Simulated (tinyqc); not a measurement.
One-diode model of a solar cell: two steps of the calculation.

J is the current delivered and Vj = V + J Rs the junction voltage. J = X JL - J01 (exp(Vj/(n1 Vt)) - 1) - Vj/Rp. The photocurrent does not depend on voltage.

Values chosen for this exercise; values of the order met in cells of gallium arsenide:

| symbol | value | unit | meaning |
|---|---|---|---|
| T | 298.15 | K | temperature |
| JL | 29.5 | mA/cm^2 | photocurrent at one sun |
| X | 1 | suns | concentration |
| J01 | 1.9e-12 | A/cm^2 | saturation current of the diode |
| n1 | 1.66 |  | ideality factor of the diode |
| Rs | 0 | ohm cm^2 | series resistance |
| Rp | 1e5 | ohm cm^2 | shunt resistance |
| Pin | 100 | mW/cm^2 | incident power at one sun |

Constants: q = 1.602176634e-19 C, kB = 1.380649e-23 J/K, Vt = kB T/q. Results are converted to the units shown.

Task 1. New Vj. Maximum power: dP/dVj = f = J (1 + 2 Rs G) - G Vj = 0. G = -dJ/dVj = J01 exp(Vj/(n1 Vt))/(n1 Vt) + 1/Rp. H = dG/dVj; f' = -2 G - 2 Rs G^2 + (2 Rs J - Vj) H; Vj(new) = Vj - f/f'.

Vj after iteration 2 = 0.87098829 V

Wanted: J; G; H; f; f'; Vj after iteration 3.

Result 1.

J = 28.09 mA/cm^2
G = 0.03297 S/cm^2
H = 0.7728 S/(cm^2 V)
f = -0.6293 mA/cm^2
f' = -0.7390 S/cm^2
Vj after iteration 3 = 0.8701 V

Task 2. Figures of merit. Jsc at V = 0, Voc at J = 0, the maximum power point where J (1 + 2 Rs G) = G Vj with G = -dJ/dVj; FF = Vmp Jmp/(Voc Jsc); efficiency Vmp Jmp/(X Pin). Empirical fill factor without parasitics FF0 = (v - ln(v + 0.72))/(v + 1), v = Voc/(n1 Vt).

Find: Jsc; Voc; Vmp; Jmp; FF; efficiency; FF0.

Result 2.

Jsc = 29.500 mA/cm^2
Voc = 1.0008 V
Vmp = 0.87013 V
Jmp = 28.114 mA/cm^2
FF = 0.82858
efficiency = 24.463 %
FF0 = 0.82891

FF is 0.040 % below FF0. Removing one loss at a time changes the efficiency by: shunt +0.01 points.

Numbers from tinyqc (`OMP_NUM_THREADS=1 python tinyqc.py 2280029 2280030 out.jsonl`; about 0.01 s on one thread of a shared Intel Xeon 2.30GHz).
